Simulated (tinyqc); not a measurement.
Interband optics of a two-band s-p chain from momentum matrix elements: one step. Transitions on the mesh. Four cases, with inputs chosen for the exercise.

Question. At each k_j = (j + 1/2)/N (2 pi/a) up to the zone edge give D = Ec - Ev, w = |<c|W|v>|^2 and f = w/(c D), c = hbar^2/2m0; the other half of the zone repeats the values.

H(k) = [[Es - 2 ts cos ka, 2i V sin ka], [-2i V sin ka, Ep_ + 2 tp cos ka]] in the basis s, p; the lower band is full, with two electrons a cell. The velocity operator times hbar is W = dH/dk (eV angstrom); intra-atomic dipoles are left out.

Constants: hbar^2/2m0 = 3.80998211 eV angstrom^2.

Give: Transitions.

Case 1.

Values chosen:
- a = 4.31 angstrom (period)
- Es = 2.26 eV (upper orbital (s))
- Ep_ = -2.05 eV (lower orbital (p))
- ts = 0.39 eV (s-s hopping)
- tp = 0.35 eV (p-p hopping)
- V = 1.03 eV (s-p hopping)
- N = 8 (k points)

Answer.

Transitions:
```
k (2 pi/a)  D (eV)  w (eV^2 angstrom^2)      f
0.0625      3.3384               44.274  3.481
0.1875      5.3388                0.079  0.004
0.3125      6.1861               20.173  0.856
0.4375      5.8922               67.737  3.017
```

D runs from 3.338 to 6.186 eV on the mesh; f is largest at k = 0.0625.

Case 2.

Values chosen:
- a = 2.57 angstrom (period)
- Es = 2.15 eV (upper orbital (s))
- Ep_ = -2.38 eV (lower orbital (p))
- ts = 0.38 eV (s-s hopping)
- tp = 0.61 eV (p-p hopping)
- V = 1.05 eV (s-p hopping)
- N = 6 (k points)

Answer.

Transitions:
```
k (2 pi/a)  D (eV)  w (eV^2 angstrom^2)      f
0.0833      3.5122                8.915  0.666
0.2500      6.1775                2.992  0.127
0.4167      6.5884               23.383  0.932
```

D runs from 3.512 to 6.588 eV on the mesh; f is largest at k = 0.4167.

Case 3.

Values chosen:
- a = 3.05 angstrom (period)
- Es = 2.77 eV (upper orbital (s))
- Ep_ = -3.65 eV (lower orbital (p))
- ts = 0.58 eV (s-s hopping)
- tp = 0.68 eV (p-p hopping)
- V = 1.34 eV (s-p hopping)
- N = 12 (k points)

Answer.

Transitions:
```
k (2 pi/a)  D (eV)  w (eV^2 angstrom^2)      f
0.0417      4.2204               50.834  3.161
0.1250      5.9897                7.596  0.333
0.2083      7.7506                0.820  0.028
0.2917      8.7648               15.208  0.455
0.3750      9.0353               40.790  1.185
0.4583      8.9622               63.271  1.853
```

D runs from 4.220 to 9.035 eV on the mesh; f is largest at k = 0.0417.

Case 4.

Values chosen:
- a = 2.94 angstrom (period)
- Es = 2.32 eV (upper orbital (s))
- Ep_ = -3.71 eV (lower orbital (p))
- ts = 0.53 eV (s-s hopping)
- tp = 0.24 eV (p-p hopping)
- V = 1.06 eV (s-p hopping)
- N = 8 (k points)

Answer.

Transitions:
```
k (2 pi/a)  D (eV)  w (eV^2 angstrom^2)      f
0.0625      4.8846               26.457  1.422
0.1875      6.7042                0.509  0.020
0.3125      7.6916                9.721  0.332
0.4375      7.6274               33.766  1.162
```

D runs from 4.885 to 7.692 eV on the mesh; f is largest at k = 0.0625.

Computed by tinyqc, one run a case: `OMP_NUM_THREADS=1 python tinyqc.py N N+1 out.jsonl` with N = 1680391, 1680511, 1680561, 1680654; one thread of a shared Intel(R) Xeon(R) Processor @ 2.30GHz, about 0.02 s a run at most.
